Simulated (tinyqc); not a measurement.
Arrhenius plot: admittance spectroscopy and thermally stimulated current of one trap level in a depletion layer. Computed by tinyqc, a small Python program. Command: `OMP_NUM_THREADS=1 python tinyqc.py 3112214 3112215 out.jsonl admit walk`. One thread of a shared host (Intel(R) Xeon(R) Processor @ 2.30GHz), about 0.01 s of CPU time with the checks.

A Schottky junction on n-type material holds one donor-like electron trap; shallow donors are fully ionised and abrupt depletion edges are assumed.

Inputs (values chosen for the exercise, modelled on n-type 4H-SiC): density-of-states mass m = 0.747 m_0; shallow doping N = 5.6e+16 1/cm^3; trap depth E_t below the band = 0.394 eV; capture cross section sigma = 2.3e-16 cm^2; test frequency f = 800000 Hz.

Constants: k_B = 1.380649e-23 J/K; m_0 = 9.1093837015e-31 kg; h = 6.62607015e-34 J s; k_B = 8.617333262e-05 eV/K.

Method:
- N_c = 2 (2 pi m k_B T/h^2)^(3/2), v_th = sqrt(3 k_B T/m), emission rate e_n = sigma v_th N_c exp(-E_t/(k_B T)).
- Where the level crosses the Fermi level capture equals emission, so the trap follows the signal with the rate 2 e_n; G/omega peaks at omega = 2 e_n (the correction for large N_t/N is left out).
- Solve 2 e_n(T_p) = 2 pi f.
- T_p for 0.1, 0.3, 1, 3 and 10 f; least-squares lines of ln(e_n/T^2) and of ln(e_n) against 1/(k_B T), e_n = pi f; sigma = exp(intercept)/(v_th N_c/T^2).

peak temperature T_p = 430.263 K

Peaks:
```
f (Hz)    T_p (K)  1/(k_B T) (1/eV)  ln(e_n/T^2)  ln(e_n)
8.00e+04   363.16            31.954       0.6448   12.435
2.40e+05   392.56            29.561       1.5877   13.533
8.00e+05   430.26            26.971       2.6083   14.737
2.40e+06   470.94            24.641       3.5262   15.836
8.00e+06   524.36            22.131       4.5153   17.040
```

depth from e_n/T^2 = 0.394 eV

cross section from the intercept = 2.30e-16 cm^2

depth without the T^2 = 0.46863 eV

Leaving out T^2 adds 75 meV, near 2 k_B T_p = 74 meV.

Extremes, crossings and ranges named in words are read from the listed rows.
